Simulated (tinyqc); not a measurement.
# Which input was changed?

Model: surface photovoltage measurement of the minority-carrier diffusion length in a wafer. Computed by tinyqc, a small Python program. Command: `OMP_NUM_THREADS=1 python tinyqc.py 3130121 3130122 out.jsonl spv which`. One thread of a shared host (Intel(R) Xeon(R) Processor @ 2.30GHz), about 0.07 s of CPU time with the checks.

Low injection, steady light, a depletion layer much thinner than 1/alpha and L. The excess density dn is taken at the front edge of the neutral region; light that reaches the back is lost.

Inputs (values chosen for the exercise, modelled on p-type silicon at room temperature): diffusion length L = 55 micrometre; wafer thickness W = 725 micrometre; diffusivity D = 31.8 cm^2/s; front recombination velocity S_f = 200 cm/s; back recombination velocity S_b = 69000 cm/s; photon flux entering = 2e+13 1/(cm^2 s); minority density at the surface barrier scale n_0 = 4.8e+10 1/cm^3; temperature T = 298 K; wavelength = 872 nm; relative noise of each reading = 1 %; diffusion length after pair splitting over L = 0.84; iron factor C = 1.04e+16 micrometre^2/cm^3.

normal deviates g for the noise: [0.15, -0.22, 0.94, 0.36, 1.72, -0.71, 0.85]

Constants: k_B = 8.617333262e-05 eV/K.

Method:
- alpha = (84.732/lambda - 76.417)^2 per cm with lambda in micrometre (an empirical fit for silicon between 0.7 and 1.05 micrometre).
- Thick wafer: dn = Phi L/((S_f + D/L)(L + 1/alpha)). Finite wafer, with s = S_b L/D, w = W/L, a = alpha L: dn = [Phi a/(a^2 - 1)] [a - B - exp(-alpha W)(a - s)/(cosh w + s sinh w)]/(S_f + B D/L), B = (sinh w + s cosh w)/(cosh w + s sinh w).
- Photovoltage V = (k_B T/e) ln(1 + dn/n_0). Lifetime = L^2/D.
- Readings y = (Phi/dn) (1 + noise x g) at 780, 830, 880, 920, 950, 975 and 995 nm; a least-squares line y = c (1/alpha + L_app) gives L_app = intercept/slope.
- Splitting iron-boron pairs in boron-doped silicon shortens L; with nothing else changing, [Fe] = C (1/L_after^2 - 1/L^2). It is evaluated with the true lengths and with the apparent ones (without noise), which differ when the wafer is not thick against L.

Question. One of these inputs alone was changed, within the range given: diffusion length L (27.5 to 110); front recombination velocity S_f (100 to 400); back recombination velocity S_b (3.45e+04 to 1.38e+05); photon flux entering (1e+13 to 4e+13). Which one, and to what value?

Results:
```
run     dn, finite wafer (1/cm^3)  [Fe] from the apparent lengths (1/cm^3)  apparent length L_app (micrometre)
before               2.350961e+09                             1.434456e+12                            54.82116
after                3.510657e+09                             7.453482e+11                            76.02443
```

Answer.

Each candidate set to reproduce dn, finite wafer, and what it then gives:
```
candidate                                      range searched  value needed  [Fe] from the apparent lengths (1/cm^3)  apparent length L_app (micrometre)
diffusion length L (micrometre)                   27.5 to 110         76.30                               7.4535e+11                              76.024
front recombination velocity S_f (cm/s)            100 to 400  out of reach                                        -                                   -
back recombination velocity S_b (cm/s)   3.45e+04 to 1.38e+05     no effect                                        -                                   -
photon flux entering (1/(cm^2 s))              1e+13 to 4e+13      2.987e13                               1.4345e+12                              54.821
```

Only diffusion length L fits every result: it went from 55 to 76.3 micrometre. The next best candidate, photon flux entering, misses one result by 92 %.
